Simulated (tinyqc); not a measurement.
Worked calculation: optical gain and spontaneous emission in a bulk direct-gap semiconductor. Values are carried at full precision from step to step, so a last printed digit may differ when a step is redone from the rounded ones.

F_j(eta) = (1/Gamma(j + 1)) integral_0^infinity x^j dx/(1 + exp(x - eta)), which tends to exp(eta) for eta << 0.

Quasi-Fermi levels: n = Nc F_1/2(Fc/kT) and p = Nv F_1/2(Fv/kT), Fc counted up from the conduction edge and Fv down from the valence edge; Nc, Nv from N = 2 (m kB T/(4 pi c))^(3/2) with c = hbar^2/2m0, in 1/angstrom^3; times 1e24 for 1/cm^3, with me and (mhh^(3/2) + mlh^(3/2))^(2/3).

Constants: hbar^2/2m0 = 3.80998211 eV angstrom^2; kB = 8.617333262e-05 eV/K; fine-structure constant alpha = 0.007297352564; hbar = 6.58211957e-16 eV s; hbar c = 1973.269805 eV angstrom.

Inputs chosen for the exercise (near those of GaN; the results hold for these values, not for the real material):
```
symbol  value    unit    meaning
me      0.2031   m0      electron mass
mhh     1.39     m0      heavy-hole mass
mlh     0.3057   m0      light-hole mass
n       8.4e+18  1/cm^3  injected density, n = p
T       350      K
Eg      3.406    eV      direct gap
Ep      16.9     eV      Kane energy
nr      2.61             refractive index
E       3.424    eV      photon energy
```

## Quasi-Fermi levels

Solve for Fc and Fv.

kT = 0.030161 eV
Nc = 2.894e+18 1/cm^3
Nv = 5.717e+19 1/cm^3
Fc = 0.0619 eV
Fv = -0.0563 eV
Fc + Fv = 0.0056 eV

The separation of the quasi-Fermi levels exceeds the gap, so photons between Eg and Eg + (Fc + Fv) see gain. The quasi-Fermi level of the electrons lies inside the band, that of the holes in the gap.

## Absorption of the empty crystal

Parabolic bands, vertical transitions, no excitons. For each hole band j: mr = me mj/(me + mj); joint density of states J_j(E) = (mr/c)^(3/2) sqrt(E - Eg)/(2 pi^2), both spins, c = hbar^2/2m0; averaged matrix element |e.p|^2 = m0 Ep/6; alpha_j(E) = 4 pi^2 alpha_f c Ep J_j/(3 nr E) in 1/angstrom (alpha_f the fine-structure constant, listed as alpha among the constants), times 1e8 for 1/cm.

Evaluate at E for heavy and light holes.

mr, J and alpha of each hole band:
```
hole   mr (m0)  J (1/(eV angstrom^3))  alpha (1/cm)
heavy  0.17721              6.818e-05        4717.2
light  0.12203              3.896e-05        2695.6
```

The heavy-hole band gives 64 % of the total, 7413 1/cm.

## Occupations and gain at E

For band j the electron sits at Ee = (E - Eg) mr/me above its edge and the hole at Eh = (E - Eg) mr/mj; fe = 1/(1 + exp((Ee - Fc)/kT)), fh = 1/(1 + exp((Eh - Fv)/kT)); gain g = sum_j alpha_j (fe + fh - 1).

Use mr and alpha from the table.

Energies, occupations and gain of each hole band:
```
hole   Ee (eV)  Eh (eV)     fe     fh  g (1/cm)
heavy   0.0157   0.0023  0.822  0.125      -246
light   0.0108   0.0072  0.845  0.109      -125
```

total gain = -372 1/cm

E - Eg = 0.0180 eV is above Fc + Fv = 0.0056 eV, so both bands give loss (Bernard-Duraffourg).

## Spontaneous emission

Spontaneous rate: R = integral of (nr E/(hbar c))^2/(pi^2 hbar) sum_j alpha_j fe fh dE, with alpha in 1/cm and (nr E/(hbar c))^2 in 1/cm^2 (1e16 per 1/angstrom^2); B = R/(n p); lifetime n/R.

Integrate over photon energy.

R = 2.76e+27 1/(cm^3 s)
B = 3.92e-11 cm^3/s
radiative lifetime = 3.04 ns

## Checks

- B at n = 1e13 1/cm^3 against the van Roosbroeck-Shockley value from alpha and ni^2 (cm^3/s): both 4.93e-11.

Run: tinyqc, `OMP_NUM_THREADS=1 python tinyqc.py 1680774 1680775 out.jsonl`; Intel(R) Xeon(R) Processor @ 2.30GHz, one thread, shared host; about 0.08 s of CPU time with all checks.
